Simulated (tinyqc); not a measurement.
Frequency dispersion of an accumulation capacitance by border traps, distributed model: one step of the calculation.

Traps spread evenly through the insulator exchange electrons with the semiconductor by tunnelling, with tau(x) = t0 exp(2 ka x) at depth x from the interface. The admittance per area Y seen at depth x obeys dY/dx = -Y^2/(i w eps0 eox) + q Nb ln(1 + i w tau)/tau, with Y(0) = i w Cs and w = 2 pi f; the gate sees Y(tox) = G + i w C. Working variable y = Y/(i w), in uF/cm^2. Cox = eps0 eox/tox.

Problem. Midpoint steps through the active depth. In terms of y: dy/dx = -y^2/(eps0 eox) + s(x), s = q Nb ln(1 + z)/z, z = i w tau. 8 midpoint steps of h = xe/8: y_half = y + (h/2) y'(x, y), y(new) = y + h y'(x + h/2, y_half).

Parameters, values chosen for the exercise; permittivity close to that of aluminium oxide:

| symbol | value | unit | meaning |
|---|---|---|---|
| eox | 8.41 |  | relative permittivity of the insulator |
| Cs | 1.3 | uF/cm^2 | semiconductor capacitance in accumulation |
| Nb | 6.4e18 | cm^-3 eV^-1 | density of border traps |
| ka | 4.8 | 1/nm | decay constant of the wave function in the insulator |
| t0 | 4e-10 | s | time constant of a trap at the interface |
| f | 100 | Hz | frequency |
| xe | 2.1 | nm | depth down to which the steps are taken |

Constants: q = 1.602176634e-19 C, eps0 = 8.8541878128e-14 F/cm where lengths are in cm. Results are converted to the units shown.

Wanted: x; s; y.

Solution.

```
point	x (nm)	s (uF/(cm^2 nm))	y (uF/cm^2)
0	0	0.1025+0.0000i	1.300+0.000i
1	0.2625	0.1025+0.0000i	1.269+0.000i
2	0.5250	0.1025+0.0000i	1.240+0.000i
3	0.7875	0.1025+0.0000i	1.214+0.000i
4	1.050	0.1025-0.0003i	1.190+0.000i
5	1.312	0.1024-0.0038i	1.168+0.000i
6	1.575	0.0827-0.0343i	1.147-0.004i
7	1.837	0.0132-0.0218i	1.112-0.013i
8	2.100	0.0011-0.0036i	1.071-0.014i
```

Computed by the program tinyqc: `OMP_NUM_THREADS=1 python tinyqc.py 2202240 2202241 out.jsonl`, one thread of a shared Intel Xeon 2.30GHz, about 0.5 s for the whole run.
